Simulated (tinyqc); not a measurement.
Energies of the polytypes: polytypes and stacking faults of a tetrahedral semiconductor in an axial Ising model with couplings up to third neighbours. Computed by tinyqc, a small Python program. Command: `OMP_NUM_THREADS=1 python tinyqc.py 3003575 3003576 out.jsonl polytype walk`. One thread of a shared host (Intel(R) Xeon(R) Processor @ 2.30GHz), about 0.01 s of CPU time with the checks.

Each double layer has s = +1 or -1 for the sense of its stacking step; E per pair of atoms = E0 - sum_n J_n <s_i s_(i+n)>, n = 1, 2, 3. Hexagonality h = (1 - <s_i s_(i+1)>)/2.

Inputs (values chosen for the exercise, for a model crystal):
```
quantity,value,unit
J1,2.42,meV/pair
J2,-4.69,meV/pair
J3,-0.25,meV/pair
gap of 3C,2.39,eV
gap of 4H,3.26,eV
```

Method. E - E(3C) = sum_n J_n (1 - C_n), C_n = <s_i s_(i+n)>. The gap is taken linear in h between 3C (h = 0) and 4H (h = 1/2), a rough rule, with a dash beyond.

correlations of the repeat units 3C (+), 2H (+-), 4H (++--), 6H (+++---), 15R (+++--), 8H (++++----), 21R (++++---), 9R (++-):
```
,n = 1,n = 2,n = 3
3C,1.00000,1.00000,1.00000
2H,-1.00000,1.00000,-1.00000
4H,0.00000,-1.00000,0.00000
6H,0.33333,-0.33333,-1.00000
15R,0.20000,-0.60000,-0.60000
8H,0.50000,0.00000,-0.50000
21R,0.42857,-0.14286,-0.71429
9R,-0.33333,-0.33333,1.00000
```

Polytypes:
```
polytype,h,E - E(3C) (meV/pair),gap by the linear rule (eV)
3C,0.0000,0.0000,2.3900
2H,1.0000,4.3400,-
4H,0.5000,-7.2100,3.2600
6H,0.3333,-5.1400,2.9700
15R,0.4000,-5.9680,3.0860
8H,0.2500,-3.8550,2.8250
21R,0.2857,-4.4057,2.8871
9R,0.6667,-3.0267,-
```

E(2H) - E(3C) = 4.34 meV/pair

E(4H) - E(3C) = -7.21 meV/pair

E(6H) - E(3C) = -5.14 meV/pair

What follows from these numbers?

The lowest is 4H, 1.242 meV/pair below 15R. J1/|J2| = 0.52: for J3 = 0 and J2 < 0 the ground state is 2H below -2, 4H between -2 and 2, and 3C above 2; at 2 itself all periods with bands of two or more layers are degenerate.

Extremes, crossings and ranges named in words are read from the listed rows.
